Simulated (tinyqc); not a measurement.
# Dead time and true rate from two light levels

Problem. A non-paralysable detector measures m = n/(1 + n td); dark counts are negligible. Find td and the true rate at the lower flux.

measured rates at a photon flux and at four times that flux (1/s): [1.2686567e7, 2.8813559e7]

Answer. 1/m = 1/n + td, so the difference of the inverse rates is 3/(4 n).

td = 20.0 ns
n = 1.70e7 1/s

Computed by the program tinyqc: `OMP_NUM_THREADS=1 python tinyqc.py 2630066 2630067 out.jsonl`, one thread of a shared Intel Xeon 2.30GHz, about 0.01 s for the whole run.
